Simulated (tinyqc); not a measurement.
Pelgrom slope, floor and doping from two device sizes.

Question. s^2 = A^2/(L W) + s0^2, with s0 independent of size and A = (q/Cox) sqrt(Na Wd/3) from random dopants alone, Cox = 3.9 eps0/ti. Find A, s0 and Na.

Values chosen for this exercise:
```
symbol  value  unit                                  meaning
ti        2.2    nm  oxide-equivalent thickness in inversion
```

Constants: q = 1.602176634e-19 C, eps0 = 8.8541878128e-14 F/cm where lengths are in cm. Results are converted to the units shown.

s for gate areas 0.002 and 0.061 um^2 (mV): [30.3949257, 5.59083415]
Wd = 19.6824808 nm

Solution. s^2 is linear in 1/area: slope A^2, intercept s0^2.

A = 1.36 mV um
s0 = 1.00 mV
Na = 2.70e18 cm^-3

tinyqc, about 0.01 s, one thread, Intel Xeon 2.30GHz (shared host): `OMP_NUM_THREADS=1 python tinyqc.py 2090021 2090022 out.jsonl`
